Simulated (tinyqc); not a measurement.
Hexagonal on-chip spiral inductor, lumped pi model: one step of the calculation.

Outer diameter do = di + 2 n wd + 2 (n - 1) sp, mean da = (do + di)/2, fill p = (do - di)/(do + di), length l = 3.464 n da. L = 2.33 mu0 n^2 da/(1 + 3.82 p), mu0 = 4 pi 1e-7 H/m. Rs = rho l/(wd delta (1 - exp(-th/delta))), delta = sqrt(rho/(pi f mu0)). Cs = n wd^2 eps0 eo/hu across the coil. At each end Cox = l wd eps0 eo/(2 ho) leads to the substrate branch Rsi = 2 rs he/(l wd) in parallel with Csi = l wd eps0 11.7/(2 he). With one end grounded Y = 1/(Rs + i w L) + i w Cs + 1/[1/(i w Cox) + 1/(1/Rsi + i w Csi)], w = 2 pi f; Q = -Im Y/Re Y. Eddy currents in neighbouring turns and in the substrate are left out.

Task. Admittance, quality factor and apparent inductance. Series branch 1/(Rs + i w L), substrate branch, total Y, Q = -Im Y/Re Y, apparent inductance Im(1/Y)/w, metal-only value w L/Rs, share of the loss in the substrate Re(substrate branch)/Re Y.

Inputs (values chosen for the exercise): frequency f = 2.1 GHz.

L = 0.50254853 nH
Rs = 1.1161709 ohm
Cs = 11.493417 fF
Cox = 27.517554 fF
Rsi = 96.529522 ohm
Csi = 10.731846 fF

Wanted: series branch; substrate branch; Y; Q; apparent inductance; w L/Rs; share of the loss in the substrate.

Result.

series branch = 24.69-146.65i mS
substrate branch = 0.01270+0.36247i mS
Y = 24.70-146.14i mS
Q = 5.9170
apparent inductance = 0.50420 nH
w L/Rs = 5.9408
share of the loss in the substrate = 0.051402 %

Q is 99.6 % of the metal-only value.

Program tinyqc, `OMP_NUM_THREADS=1 python tinyqc.py 2302114 2302115 out.jsonl`; Intel Xeon 2.30GHz, shared host, one thread, about 0.01 s.
